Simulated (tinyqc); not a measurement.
The basis set: RHF and MP2 along a ladder of basis sets, for H3+, spin multiplicity 1. Computed by the program tinyqc with PySCF. Same geometry throughout; the dipole is taken about the origin.

Geometry (angstrom):

| atom | x | y | z |
|---|---|---|---|
| H | 0.0000 | 0.0000 | 0.0000 |
| H | 0.0000 | 0.0000 | 0.8030 |
| H | 0.0000 | 0.3510 | -0.7220 |

RHF and frozen-core MP2 in a ladder of bases:

| basis | functions | E(RHF) (hartree) | E(MP2 corr) (hartree) | HOMO (eV) | LUMO (eV) | dipole (debye) |
|---|---|---|---|---|---|---|
| sto-3g | 3 | -1.204719 | -0.018321 | -30.5220 | -8.4615 | 0.9472 |
| 3-21g | 6 | -1.218054 | -0.023557 | -30.2904 | -9.2889 | 1.0476 |
| 6-31g | 6 | -1.221374 | -0.023754 | -30.3231 | -9.3368 | 1.0431 |
| 6-31g** | 15 | -1.227174 | -0.033619 | -30.3174 | -9.3061 | 0.9450 |
| cc-pvdz | 15 | -1.226225 | -0.032884 | -30.2630 | -9.2730 | 0.8398 |
| aug-cc-pvdz | 27 | -1.226492 | -0.033439 | -30.2652 | -9.2795 | 0.7876 |
| cc-pvtz | 42 | -1.231636 | -0.037733 | -30.3066 | -9.2836 | 0.7980 |

What does the comparison show, and why?

From cc-pVDZ to cc-pVTZ the RHF energy falls by 5.4 mhartree and the correlation energy by 4.8. If valence correlation converges as X^-3, (27 E(T) - 8 E(D))/19 gives -0.0398 hartree, a rough estimate from such small X that usually falls short; STO-3G holds about 46 % of it. Beyond STO-3G the LUMO moves by 0.1 eV and the HOMO by 0.1 eV.
